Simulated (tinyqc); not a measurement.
Inside a calculation. Method: tight binding, dimerised chain. Computed by tinyqc, a small Python program that keeps every step. Settings: t1 = 1.71, t2 = 2.28, delta = 0, points = 8, cells = 3. Command: `OMP_NUM_THREADS=1 python tinyqc.py 21560 21561 out.jsonl` (the two numbers bound the seeds that draw the settings). One thread of a shared host (Intel(R) Xeon(R) Processor @ 2.60GHz), about 0.01 s of CPU time with the checks.

## Bloch Hamiltonian at k

Parameters chosen for this model:
```
parameter     value                      unit
t1         1.710000       eV, inside the cell
t2         2.280000         eV, between cells
delta             0  eV, +/- on the two sites
```

k point k (2 pi / a): 0.100000

H_AA = +delta, H_BB = -delta, H_AB = -t1 - t2 exp(-i k a).

H(k) at k (eV):
```
                     A                    B
A             0.000000  -3.554559+1.340150i
B  -3.554559-1.340150i             0.000000
```

## Levels at k

Diagonalise the Hermitian matrix.

eigenvalues (eV): -3.798801  3.798801

weights |c|^2 of the basis functions:
```
     band 1    band 2
A  0.500000  0.500000
B  0.500000  0.500000
```

## Bloch Hamiltonian at X

k point X (2 pi / a): 0.500000

As before.

H(k) at X (eV):
```
          A         B
A  0.000000  0.570000
B  0.570000  0.000000
```

## Levels at X

As before.

eigenvalues (eV): -0.570000  0.570000

weights |c|^2 of the basis functions:
```
     band 1    band 2
A  0.500000  0.500000
B  0.500000  0.500000
```

## Bands along a path

The same steps at evenly spaced points between the labelled ones.

Bands along the path (eV):
```
k            band 1    band 2
G         -3.990000  3.990000
G-X 0.20  -3.798801  3.798801
G-X 0.40  -3.245318  3.245318
G-X 0.60  -2.390169  2.390169
G-X 0.80  -1.346889  1.346889
X         -0.570000  0.570000
```

With 1 band(s) filled, the highest filled level on these points lies at X and the lowest empty one at X: a gap of 1.1400 eV, direct.

## Berry (Zak) phase of the lower band

On 8 points k_j = j/N: phase = -Im ln of the product of <u_j|u_(j+1)>, closed with u_N = u_0 (the cell-periodic part is taken without the site positions). Single arguments depend on the phases chosen for the u_j; only their sum modulo 2 pi does not.

Overlaps:
```
j  |<u_j|u_j+1>|  argument (rad)
0       0.974593        0.225902
1       0.971871       -0.689549
2       0.957826       -0.291458
3       0.685365        2.325902
4       0.685365        2.325902
5       0.957826       -0.291458
6       0.971871       -0.689549
7       0.974593        0.225902
```

phase / pi, folded into (-1, 1] = 1.000000

## Open chain of 3 cells

H of the open chain (eV), lower triangle:
```
           1          2          3          4          5         6
1   0.000000
2  -1.710000   0.000000
3   0.000000  -2.280000   0.000000
4   0.000000   0.000000  -1.710000   0.000000
5   0.000000   0.000000   0.000000  -2.280000   0.000000
6   0.000000   0.000000   0.000000   0.000000  -1.710000  0.000000
```

The same hoppings without the wrap-around bond.

levels (eV): -3.586156  -2.446156  -0.570000  0.570000  2.446156  3.586156

weights of the highest filled level on the sites: 0.321429  0.035714  0.142857  0.142857  0.035714  0.321429

The bulk gap runs from -0.5700 to 0.5700 eV; no level of this chain lies inside it.
